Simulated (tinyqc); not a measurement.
Off-state leakage of single and stacked transistors: two steps of the calculation.

n-channel devices of unit width. Subthreshold current I(Vg, Vs, Vd) = I0 (T/300 K)^0.5 exp[(Vg - Vs - VT(T) - gb (Vs - Vb) + dd (Vd - Vs))/(nf Vt)] (1 - exp(-(Vd - Vs)/Vt)), VT(T) = VT - cT (T - 300 K). Gate-edge tunnelling Ig (Vd/1 V) exp(ag (Vd - 1 V)), for a gate at 0 V, and band-to-band leakage Ab u exp(-Bb/u), u = Vd - Vb + 1 V, flow at a drain held at V; both are taken as independent of T. In a stack of off transistors (all gates at 0 V) the same subthreshold current passes through each.

Inputs (values chosen for the exercise); values of the order met in bulk silicon logic transistors:
```
symbol,value,unit,meaning
T,398,K,temperature
V,1,V,supply voltage
VT,0.42,V,"threshold at 300 K, zero drain and body bias"
cT,0.8,mV/K,fall of the threshold with temperature
I0,0.22,uA/um,current at threshold at 300 K
nf,1.51,,slope factor
dd,0.13,,drain-induced lowering per volt
gb,0.23,,rise of the threshold per volt of source-body bias
Ig,0.0002,uA/um,gate-edge tunnelling current at 1 V
ag,3.4,1/V,exponential slope of the gate current
Ab,40,uA/(um V),prefactor of band-to-band leakage at the drain
Bb,21,V,its exponential voltage
Vb,-0.6,V,body voltage
```

Constants: q = 1.602176634e-19 C, kB = 1.380649e-23 J/K, Vt = kB T/q. Results are converted to the units shown.

Question 1. Leakage of one transistor. Vg = Vs = 0, Vd = V; effective threshold VT(T) - gb Vb - dd V.

Give: effective threshold; parts; total; shares.

Answer 1.

effective threshold = 0.3496 V
parts (nA/um): subthreshold 0.2965, gate edge 0.2000, band-to-band 32.31
total = 32.80 nA/um
shares (%): subthreshold 0.9040, gate edge 0.6097, band-to-band 98.49

The band-to-band part is the largest.

Question 2. New Vx. Stack of two, Vx the node between them: I_low = I(0, 0, Vx), I_up = I(0, Vx, V), f = ln(I_up/I_low), f' = -(1 + gb + 2 dd)/(nf Vt) - 1/(Vt (exp(Vx/Vt) - 1)) - 1/(Vt (exp((V - Vx)/Vt) - 1)), Vx(new) = Vx - f/f'.

Vx after iteration 1 = 0.089864165 V

Give: I_low; I_up; f; f'; Vx after iteration 2.

Answer 2.

I_low = 0.027993 nA/um
I_up = 0.028002 nA/um
f = 3.1506e-4
f' = -31.060 1/V
Vx after iteration 2 = 0.089874 V

Numbers from tinyqc (`OMP_NUM_THREADS=1 python tinyqc.py 2242108 2242109 out.jsonl`; about 0.03 s on one thread of a shared Intel Xeon 2.30GHz).
